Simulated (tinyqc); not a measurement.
Configuration-coordinate model of a defect: Huang-Rhys factor and luminescence line shape: one step, computed by the program tinyqc.

Ground state E_g(Q) = (1/2) omega_g^2 Q^2; excited state E_e(Q) = E_0 + (1/2) omega_e^2 (Q - dQ)^2 with E_0 = E_ZPL - (hbar omega_e - hbar omega_g)/2. Q is mass-weighted; the dipole does not depend on Q (Condon approximation).

Problem. Crossing, radiative lifetime and thermal quenching. The curves cross at the root Q_c nearest dQ; the barrier is (1/2) omega_e^2 (Q_c - dQ)^2, with (1/2) omega^2 = (hbar omega)^2/(2 hbar^2/u). k_r = n_r omega^3 mu^2/(3 pi eps_0 hbar c^3) at the vertical emission energy, without local-field correction; k_nr = nu_0 exp(-barrier/k_B T) (Mott-Seitz); yield = k_r/(k_r + k_nr); T_1/2 = barrier/(k_B ln(nu_0/k_r)).

Inputs (values chosen for the exercise, for a model defect):

| quantity | value | unit |
|---|---|---|
| zero-phonon energy E_ZPL | 1.48 | eV |
| displacement dQ | 0.818 | u^(1/2) angstrom |
| ground-state phonon hbar omega_g | 36.5 | meV |
| excited-state phonon hbar omega_e | 33.7 | meV |
| temperature T | 400 | K |
| refractive index n_r | 2.53 | - |
| transition dipole mu | 1.3 | e angstrom |
| quenching prefactor nu_0 | 4e+11 | 1/s |

Modes: different frequencies.

vertical emission energy = 1.374772 eV

Constants: hbar^2/u = 4.18015928e-03 eV angstrom^2; hbar = 6.582119569e-16 eV s; e = 1.602176634e-19 C; eps_0 = 8.8541878128e-12 F/m; hbar = 1.054571817e-34 J s; c = 299792458 m/s; k_B = 8.617333262e-05 eV/K.

Give: Q_c; classical barrier; radiative lifetime; luminescence yield; quenching temperature T_1/2.

Solution.

Q_c = 4.719 u^(1/2) angstrom

classical barrier = 2.067 eV

radiative lifetime = 23.71 ns

luminescence yield = 1

quenching temperature T_1/2 = 2620 K

The barrier is so high that this route does not halve the yield below 1000 K. Caution: the curves cross far outside the range of the harmonic model, so the barrier and T_1/2 have no quantitative meaning.
